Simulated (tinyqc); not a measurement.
MOSFET in saturation, small-signal circuit and noise: one step of the calculation.

Bias by the inversion coefficient IC = I/Ispec (charge-based model with velocity saturation; weak inversion below 0.1, strong above 10). Common-source circuit: gm, gds, Cgs, Cgd and Cj at the inner nodes, Rg in series with the gate; quasi-static, no source or drain resistance, no gate-body capacitance, no substrate network, no induced gate noise, so fmax is an upper estimate.

Problem. Current gain and unilateral power gain. |h21| = |Y21/Y11|; U = |Y21 - Y12|^2/(4 [Re Y11 Re Y22 - Re Y12 Re Y21]). Extrapolated at 20 dB a decade: f |h21| and f sqrt(U).

Values chosen for this exercise: signal frequency f = 0.5 GHz.

Y with Rg (mS):
```
,1,2
1,0.0000090742+0.0206489058i,-0.0000041417-0.0094247761i
2,0.1126486489-0.0094742815i,0.0070990275+0.0298677251i
```

Give: |h21|; U; f |h21|; f sqrt(U).

Solution.

|h21| = 5.475
U = 5975
f |h21| = 2.737 GHz
f sqrt(U) = 38.65 GHz

Program tinyqc, `OMP_NUM_THREADS=1 python tinyqc.py 2150126 2150127 out.jsonl`; Intel Xeon 2.30GHz, shared host, one thread, about 0.01 s.
